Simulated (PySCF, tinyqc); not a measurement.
CID on RHF in the sto-3g basis, for H4, spin multiplicity 1, step by step. The lowest restricted solution is unstable here: a spin-polarised one lies 0.0053 hartree lower (PySCF). One step of it, computed by the program tinyqc.

Question. Orthogonalisation. S = U s U^T; symmetric (Loewdin) form X = U s^(-1/2) U^T, so that X^T S X = 1.

overlap S:
```
          1H 1s     2H 1s     3H 1s     4H 1s
1H 1s  1.000000  0.194789  0.422813  0.113115
2H 1s  0.194789  1.000000  0.113115  0.422813
3H 1s  0.422813  0.113115  1.000000  0.194789
4H 1s  0.113115  0.422813  0.194789  1.000000
```

Give: eigenvalues of S; X.

Answer.

eigenvalues of S: 0.4955  0.6589  1.1149  1.7307

X:
```
         1H 1s    2H 1s    3H 1s    4H 1s
1H 1s   1.0899  -0.0939  -0.2363   0.0004
2H 1s  -0.0939   1.0899   0.0004  -0.2363
3H 1s  -0.2363   0.0004   1.0899  -0.0939
4H 1s   0.0004  -0.2363  -0.0939   1.0899
```
